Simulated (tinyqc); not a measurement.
Resistance of a source-drain extension with a graded tip: effect of the gate overdrive.

y runs along the channel, the gate covers y > 0. The doping is N0 for y < y0 and N0 10^(-(y - y0)/la) beyond, uniform over the depth xj. Sheet conductance s(y) = q mu(N) max(N - Nch, 0) xj + (for y > 0) ma Cox Vo, with mu(N) = u0 + (u1 - u0)/(1 + (N/Nr)^au) and Cox = eps0 eox/tox. Current is taken as one-dimensional; depletion of the tip, spreading and the contact are left out. The metallurgical junction lies at yj, where N = Nch.

R_spacer = integral of dy/s from -Ls to 0, R_ov from 0 to yj, R_channel = (Lg - 2 yj)/(ma Cox Vo), R_total = 2 R_spacer + 2 R_ov + R_channel. Electrical length L_eff = ma Cox dR_total/d(1/Vo); R_series = R_total - L_eff/(ma Cox Vo).

Values chosen for this exercise; mobility law close to that of holes in silicon: relative permittivity of the gate insulator (close to aluminium oxide) eox = 8.77; insulator thickness tox = 7.6 nm; active doping of the extension far from the gate N0 = 1.5e20 cm^-3; lateral abruptness la = 3.3 nm/decade; position under the gate where the fall begins (gate edge at 0) y0 = 4.4 nm; depth of the extension xj = 12 nm; channel doping Nch = 2.1e18 cm^-3; spacer length Ls = 23 nm; mobility of the gate-induced layer ma = 48 cm^2/(V s); mobility at low doping u1 = 470.5 cm^2/(V s); mobility at high doping u0 = 44.9 cm^2/(V s); reference doping Nr = 2.23e17 cm^-3; exponent au = 0.719; gate length Lg = 60 nm.

Constants: q = 1.602176634e-19 C, eps0 = 8.8541878128e-14 F/cm where lengths are in cm. Results are converted to the units shown.

The same in every row: yj (nm) = 10.52; R_spacer (ohm um) = 16.57.

Result of one run:

| Vo (V) | R_ov (ohm um) | R_channel (ohm um) | R_total (ohm um) | L_eff (nm) | R_series (ohm um) |
|---|---|---|---|---|---|
| 0.9 | 41.74 | 882.8 | 999.4 | 40.66 | 78.13 |

What becomes of these results when the gate overdrive Vo is changed from 0.9 to 0.75 V, all else the same?

Result of the changed run:

| Vo (V) | R_ov (ohm um) | R_channel (ohm um) | R_total (ohm um) | L_eff (nm) | R_series (ohm um) |
|---|---|---|---|---|---|
| 0.75 | 45.33 | 1059 | 1183 | 40.45 | 83.41 |

The whole series:

| Vo (V) | R_ov (ohm um) | R_channel (ohm um) | R_total (ohm um) | L_eff (nm) | R_series (ohm um) |
|---|---|---|---|---|---|
| 0.15 | 83.55 | 5297 | 5497 | 39.36 | 147.0 |
| 0.3 | 65.84 | 2648 | 2813 | 39.68 | 116.1 |
| 0.45 | 56.29 | 1766 | 1911 | 39.96 | 100.4 |
| 0.6 | 49.97 | 1324 | 1457 | 40.22 | 90.44 |
| 0.75 | 45.33 | 1059 | 1183 | 40.45 | 83.41 |
| 0.9 | 41.74 | 882.8 | 999.4 | 40.66 | 78.13 |
| 1.05 | 38.83 | 756.7 | 867.5 | 40.86 | 73.98 |
| 1.2 | 36.42 | 662.1 | 768.1 | 41.05 | 70.63 |

As Vo goes from 0.15 to 1.2, R_total falls from 5500 to 768 ohm um, L_eff rises from 39.4 to 41.0 nm and R_series falls from 147 to 70.6 ohm um. Both extracted quantities depend on the overdrive at which they are taken.

Numbers from tinyqc (`OMP_NUM_THREADS=1 python tinyqc.py 2282161 2282162 out.jsonl`; about 0.05 s on one thread of a shared Intel Xeon 2.30GHz).
